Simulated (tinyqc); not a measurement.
Energy against coordination: Tersoff bond-order potential. Computed by tinyqc, a small Python program. Command: `OMP_NUM_THREADS=1 python tinyqc.py 3019843 3019844 out.jsonl tersoff walk`. One thread of a shared host (Intel(R) Xeon(R) Processor @ 2.30GHz), about 0.01 s of CPU time with the checks.

E = (1/2) sum_(i, j != i) [A exp(-lambda r_ij) - b_ij B exp(-mu r_ij)], b_ij = (1 + (beta zeta_ij)^n)^(-1/(2n)), zeta_ij = sum_(k != i, j) g(theta_ijk), g = 1 + c^2/d^2 - c^2/(d^2 + (h - cos theta)^2), with theta at atom i. Only nearest neighbours count (cut-off function 1 for them, 0 beyond).

Inputs (values chosen for the exercise, modelled on germanium):
```
quantity     value        unit
A           1753.9          eV
B           425.54          eV
lambda      2.4451  1/angstrom
mu          1.7047  1/angstrom
beta      8.35e-07           -
n           0.7656           -
c           107600           -
d            15.71           -
h          -0.4535           -
```

Method. Angles seen from one bond (cos theta: count): chain -1: 1; graphitic -1/2: 2; diamond -1/3: 3; square net 0: 2, -1: 1; simple cubic 0: 4, -1: 1; bcc 1/3: 3, -1/3: 3, -1: 1; fcc 1/2: 4, 0: 2, -1/2: 4, -1: 1. With z equal bonds of order b, r = ln(lambda A/(mu b B))/(lambda - mu) and E per atom = -(z/2) b B exp(-mu r)(1 - mu/lambda).

Relaxed structures:
```
structure      z        zeta       b  r (angstrom)  E per atom (eV)  E per bond (eV)
dimer          1           0  1.0000        2.4000          -1.0772          -2.1543
chain          2  5.6700e+04  0.9415        2.4815          -1.7652          -1.7652
graphitic      3  8.2396e+02  0.9975        2.4033          -3.2052          -2.1368
diamond        4  8.2365e+03  0.9858        2.4192          -4.1103          -2.0551
square net     4  1.3482e+05  0.8937        2.5518          -2.9724          -1.4862
simple cubic   6  2.1294e+05  0.8570        2.6084          -3.8826          -1.2942
bcc            8  4.1708e+05  0.7860        2.7252          -3.8902          -0.9725
fcc           12  8.2516e+05  0.6934        2.8945          -3.8574          -0.6429
```

What follows from these numbers?

The lowest are diamond, bcc and simple cubic, the first two 0.220 eV apart. The bond order falls from 1 to 0.693 and the bond weakens from -2.15 to -0.64 eV, as b^(lambda/(lambda - mu)) with exponent 3.30. With the same z = 4 the square net lies 1.14 eV above diamond, from its angles alone. Caution: in bcc and other dense structures second neighbours can fall inside the usual cut-off; they are left out here.

Extremes, crossings and ranges named in words are read from the listed rows.
